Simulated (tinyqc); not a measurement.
On-chip interconnect, size-dependent resistivity and RC delay: two steps of the calculation.

A rectangular line between two neighbours and two ground planes. Surface and grain-boundary scattering are added to the bulk resistivity as corrections; capacitances are parallel-plate values without fringing; inductance is ignored.

Parameters, values chosen for the exercise; metal values close to those of copper:
```
symbol,value,unit,meaning
rho0,1.67,uohm cm,bulk resistivity
lam,39.4,nm,bulk mean free path
ps,0,,specular share of surface scattering
Rg,0.51,,reflection coefficient of grain boundaries
gr,1,,grain size over the metal width
wd,18,nm,drawn line width
AR,2.4,,"aspect ratio, height over width"
tl,1.3,nm,"liner on both walls and the bottom, not conducting"
sp,18,nm,space to the neighbouring lines
hd,24,nm,dielectric height to the planes above and below
ek,3.9,,relative permittivity of the dielectric
Mf,2,,Miller factor of the neighbours
Lw,56,um,line length
Rd,13000,ohm,driver resistance
Cl,0.14,fF,load capacitance
```

Constants: eps0 = 8.8541878128e-12 F/m. Results are converted to the units shown.

Question 1. Resistivity, resistance and capacitance per length. Metal width x = wd - 2 tl, height y = AR wd - tl; grain boundaries (Mayadas-Shatzkes): al = (lam/(gr x)) Rg/(1 - Rg), g = 1/[1 - 3 al/2 + 3 al^2 - 3 al^3 ln(1 + 1/al)] - 1; surfaces (Fuchs-Sondheimer, thick limit): s = (3/8) lam (1 - ps)(1/x + 1/y); rho = rho0 (1 + g + s); r = rho/(x y); c = eps0 ek (2 wd/hd + 2 Mf AR wd/sp).

Wanted: x; y; al; g; s; rho; r; c.

Answer 1.

x = 15.40 nm
y = 41.90 nm
al = 2.663
g = 3.606
s = 1.312
rho = 9.884 uohm cm
r = 153.2 ohm/um
c = 0.3833 fF/um

Question 2. Ladder and Elmore delays. 7 equal pi sections: series Rs = r Lw/7; node capacitances c Lw/7, halved at nodes 0 and 7, with Cl added to node 7; Rd feeds node 0. Elmore delay of node k: the sum, over the resistors on the path to k, of resistance times all capacitance downstream of it.

r = 153.17310 ohm/um
c = 0.38329779 fF/um

Find: Rs; C; Elmore delay.

Answer 2.

Rs = 1225.4 ohm

```
node  C (fF)  Elmore delay (ps)
0     1.5332             280.86
1     3.0664             305.46
2     3.0664             326.29
3     3.0664             343.37
4     3.0664             356.70
5     3.0664             366.26
6     3.0664             372.07
7     1.6732             374.12
```

The far-end value equals Rd (c Lw + Cl) + r Lw (c Lw/2 + Cl) for any number of pi sections; the line resistance contributes 24.9 % of it.

Range of the model: The metal width is under the mean free path, where the thick-limit surface term and the simple sum of corrections lose accuracy.

Computed by the program tinyqc: `OMP_NUM_THREADS=1 python tinyqc.py 2100154 2100155 out.jsonl`, one thread of a shared Intel Xeon 2.30GHz, about 0.01 s for the whole run.
